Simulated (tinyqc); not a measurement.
What moves the results: donor near an oxide interface in a gate field (two-state model). A value that a table varies takes the place of the one given here.

Interface at z = 0 (hard wall), donor at z = d, field F pulling electrons to the interface: potential e F z; 1 kV/cm = 1e-5 eV/angstrom, c = hbar^2/2m0, q = e^2/(4 pi eps0), Q = (eps - eo)/(eps + eo). Donor state: E_D = e F d - ED - q Q/(4 eps d), the last term joining the images of ion and electron. Interface state: z exp(-b z/2) exp(-rho^2/(2 L^2)) with E_z = c b^2/(4 mz) + 3 e F/b + q Q b/(8 eps), minimised over b; in the plane at z = 3/b the ion (distance D = d - 3/b) and its image (D' = d + 3/b) give E_rho = c/(mt L^2) - (q/eps)(sqrt(pi)/L)[erfcx(D/L) + Q erfcx(D'/L)], erfcx(x) = exp(x^2) erfc(x), minimised over L. E_I = E_z + E_rho.

The two states couple by t = t0 exp(-D/aD) with t0 = q/(eps aD) (2 aD/L) sqrt(aD b/2) v, v a valley factor; this form is an estimate. With detuning u = E_D - E_I the splitting is sqrt(u^2 + 4 t^2) and the lower state has weight (1 - u/sqrt(u^2 + 4 t^2))/2 on the donor.

Constants: hbar^2/2m0 = 3.80998211 eV angstrom^2; e^2/(4 pi eps0) = 14.39964547 eV angstrom.

Values chosen for the exercise (near those of a donor in Si below HfO2, static dielectric constants; the results hold for these values, not for the real material):
```
symbol  value                                                     unit      meaning
d       100                                                       angstrom  depth of the donor
ED      53                                                        meV       bulk binding energy
mz      0.907                                                     m0        mass across the interface
mt      0.19                                                      m0        mass in the plane
eps     11.5                                                                dielectric constant of the semiconductor
eo      22                                                                  dielectric constant of the oxide
aD      20.2                                                      angstrom  donor radius
v       0.36                                                                valley factor
Fl      (65.891, 69.727, 71.262, 72.029, 72.796, 74.331, 78.167)  kV/cm     fields
dl      (65, 90, 120, 155, 200, 250)                              angstrom  depths
```

## Sweeping the field

Both levels, the splitting, the donor weight and the mean depth w d + (1 - w) 3/b.

Results:
```
F (kV/cm)  E_D (meV)  E_I (meV)  splitting (meV)  donor weight  mean depth (angstrom)
65.891        13.872     18.224             4.39         0.996                   99.7
69.727        17.708     19.347             1.73         0.973                   98.0
71.262        19.243     19.790            0.782         0.850                   89.1
72.029        20.010     20.010            0.557         0.500                   63.7
72.796        20.777     20.229            0.780         0.149                   38.1
74.331        22.312     20.666             1.74         0.026                   29.0
78.167        26.148     21.743             4.44         0.004                   27.0
```

E_D rises by 1.00 and E_I by 0.29 meV per kV/cm, so they cross once, near 72.0 kV/cm, where the splitting is 2t = 0.557 meV. The donor weight passes from 0.85 to 0.15 while the detuning goes from -2t to 2t, a window of 1.6 kV/cm or 2.2 % of the field; across the table the charge moves by 73 angstrom.

## Depth of the donor

Critical field, and the coupling, E_rho and L at that field.

Results:
```
d (angstrom)  critical field (kV/cm)  e F d/ED  t (meV)  E_rho (meV)  L (angstrom)
65                             125.4     1.538      1.9       -10.30            69
90                              82.1     1.395     0.48        -7.66            87
120                             57.7     1.306    0.096        -5.86           107
155                             42.6     1.246    0.016        -4.60           129
200                             31.8     1.198   0.0015        -3.62           155
250                             24.7     1.165  0.00012        -2.92           182
```

The critical field falls from 125 to 25 kV/cm, with exponent -1.21 in d, while t drops by a factor 1.6e+04, about e for each 20 angstrom at the end (aD = 20.2). One lattice plane (1.36 angstrom) of misplacement changes t by 7 % and the critical field by about 1.4 % at 120 angstrom.

## What each parameter does

Critical field (E_D = E_I), and t and L there. Each row changes one parameter from the base and keeps the others.

Results:
```
case                critical field (kV/cm)  t (meV)  L (angstrom)
base                                  72.0    0.278          93.7
d = 115 angstrom                      60.7    0.125         103.7
ED = 59 meV                           80.4    0.268          94.6
aD = 22.2 angstrom                    72.0    0.403          93.7
mz = 0.771 m0                         74.7    0.296          92.3
mt = 0.218 m0                         71.6    0.297          88.1
eo = 33                               69.3    0.257          98.5
eps = 12.2                            73.7    0.258          95.6
```

The largest shifts from the base row, up to three for each result and ties (the steps differ in size, so this ranks the rows, not the parameters). critical field (kV/cm): d -11.3, ED +8.3, eo -2.7, mz +2.7; unchanged at the printed digits by aD. t (meV): d -0.153, aD +0.125, eo -0.0213. L (angstrom): d +10.0, mt -5.6, eo +4.9; unchanged at the printed digits by aD.

Computed by tinyqc, a small Python program: `OMP_NUM_THREADS=1 python tinyqc.py 1252577 1252578 out.jsonl` (the numbers bound the seed that draws the inputs); one thread of a shared host (Intel(R) Xeon(R) Processor @ 2.30GHz), about 0.08 s for the whole set of steps.
